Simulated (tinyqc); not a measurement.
From results back to parameters: gated graphene: carriers, quantum capacitance and optical conductivity. Four cases, with inputs chosen for the exercise.

Problem. At low temperature the interband edge lies at 2|mu|, n = mu^2/(pi hv^2), and V = mu/e + e n/Cox with Cox/e^2 = k/(4 pi e2 t), e2 = e^2/(4 pi eps0), t in angstrom. The edge and the voltage are given; hv is hidden.

Constants: e^2/(4 pi eps0) = 14.39964547 eV angstrom.
Find: n; hv; vF (hbar = 6.58211957e-16 eV s).
Method. mu is half the edge; n = Cox (V - mu/e)/e; hv = mu/sqrt(pi n).

Case 1.

Values chosen (out of a larger set: Fermi velocity near that of graphene, gate dielectric near SiO2; not measured data): k = 4 (dielectric constant of the gate layer); t = 285 nm (its thickness).

edge = 0.2780 eV
V = 18.7912 V

Solution.

n = 1.45e+12 1/cm^2
hv = 6.52 eV angstrom
vF (hbar = 6.58211957e-16 eV s) = 9.91e+05 m/s

Case 2.

Values chosen (out of a larger set: Fermi velocity near that of graphene, gate dielectric near SiO2; not measured data): k = 3.76 (dielectric constant of the gate layer); t = 30 nm (its thickness).

edge = 0.4640 eV
V = 6.36642 V

Solution.

n = 4.25e+12 1/cm^2
hv = 6.35 eV angstrom
vF (hbar = 6.58211957e-16 eV s) = 9.65e+05 m/s

Case 3.

Values chosen (out of a larger set: Fermi velocity near that of graphene, gate dielectric near HfO2; not measured data): k = 17.41 (dielectric constant of the gate layer); t = 10 nm (its thickness).

edge = 0.2000 eV
V = 0.168493 V

Solution.

n = 6.59e+11 1/cm^2
hv = 6.95 eV angstrom
vF (hbar = 6.58211957e-16 eV s) = 1.06e+06 m/s

Case 4.

Values chosen (out of a larger set: Fermi velocity near that of graphene, gate dielectric near HfO2; not measured data): k = 18.61 (dielectric constant of the gate layer); t = 10 nm (its thickness).

edge = 0.4340 eV
V = 0.575050 V

Solution.

n = 3.68e+12 1/cm^2
hv = 6.38 eV angstrom
vF (hbar = 6.58211957e-16 eV s) = 9.69e+05 m/s

Computed by tinyqc, one run a case: `OMP_NUM_THREADS=1 python tinyqc.py N N+1 out.jsonl` with N = 1650712, 1650739, 1650743, 1650843; one thread of a shared Intel(R) Xeon(R) Processor @ 2.30GHz, about 0.01 s a run at most.
